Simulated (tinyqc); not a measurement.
Inside a calculation. Method: coupled-perturbed Hartree-Fock on RHF in the sto-3g basis, for BeH+, spin multiplicity 1. One step of it, computed by the program tinyqc.

Question. Coupled step 2. U_ai = -(mu_ai + sum_bj [4 (ai|bj) - (ab|ij) - (aj|bi)] U_bj) / (e_a - e_i); alpha = -4 sum U_ai mu_ai.

U after step 1:
```
          i1         i2
a3  0.021021   1.631054
a4  0.000000   0.000000
a5  0.000000   0.000000
a6  0.014547  -0.570835
```

dipole integrals <a|z|i> (bohr):
```
           i1         i2
a3  -0.105489  -0.581453
a4   0.000000   0.000000
a5   0.000000   0.000000
a6  -0.096626   0.676328
```

orbital energies (hartree): MO1 -5.029897, MO2 -0.767337, MO3 -0.267910, MO4 -0.149766, MO5 -0.149766, MO6 0.441468

Two-electron integrals over orbitals (pq|rs), unique and non-zero (hartree):
```
(11|11) 2.275479    (21|11) -0.169506   (21|21) 0.022069    (22|11) 0.504636
(22|21) 0.003857    (22|22) 0.556106    (31|11) -0.172964   (31|21) 0.015987
(31|22) -0.020341   (31|31) 0.027856    (32|11) 0.029139    (32|21) -0.005888
(32|22) -0.064845   (32|31) 0.002492    (32|32) 0.028295    (33|11) 0.558655
(33|21) -0.014571   (33|22) 0.322040    (33|31) 0.004886    (33|32) 0.023892
(33|33) 0.476305    (41|41) 0.015593    (42|41) 0.013179    (42|42) 0.042935
(43|41) 0.014123    (43|42) 0.029971    (43|43) 0.052899    (44|11) 0.569231
(44|21) -0.006418   (44|22) 0.378202    (44|31) -0.006048   (44|32) 0.013791
(44|33) 0.401382    (44|44) 0.449859    (51|51) 0.015593    (52|51) 0.013179
(52|52) 0.042935    (53|51) 0.014123    (53|52) 0.029971    (53|53) 0.052899
(54|54) 0.024249    (55|11) 0.569231    (55|21) -0.006418   (55|22) 0.378202
(55|31) -0.006048   (55|32) 0.013791    (55|33) 0.401382    (55|44) 0.401360
(55|55) 0.449859    (61|11) 0.089566    (61|21) -0.015933   (61|22) -0.011305
(61|31) -0.002214   (61|32) 0.005696    (61|33) 0.017104    (61|44) 0.001353
(61|55) 0.001353    (61|61) 0.017308    (62|11) -0.100809   (62|21) 0.004495
(62|22) 0.078138    (62|31) 0.004160    (62|32) -0.044039   (62|33) -0.025433
(62|44) -0.044160   (62|55) -0.044160   (62|61) 0.000588    (62|62) 0.120998
(63|11) 0.045816    (63|21) -0.004837   (63|22) -0.056939   (63|31) 0.006253
(63|32) 0.023391    (63|33) 0.058057    (63|44) 0.012655    (63|55) 0.012655
(63|61) 0.007593    (63|62) -0.042616   (63|63) 0.044627    (64|41) -0.009560
(64|42) -0.030670   (64|43) -0.016501   (64|64) 0.027770    (65|51) -0.009560
(65|52) -0.030670   (65|53) -0.016501   (65|65) 0.027770    (66|11) 0.524854
(66|21) 0.000392    (66|22) 0.543250    (66|31) -0.015518   (66|32) -0.060967
(66|33) 0.354039    (66|44) 0.381646    (66|55) 0.381646    (66|61) -0.005652
(66|62) 0.105164    (66|63) -0.052451   (66|66) 0.575179
```

Give: U after step 2; polarisability.

Answer.

U after step 2:
```
        i1       i2
a3  0.0187   1.8512
a4  0.0000   0.0000
a5  0.0000   0.0000
a6  0.0123  -0.5435
```

polarisability = 5.7885 bohr^3
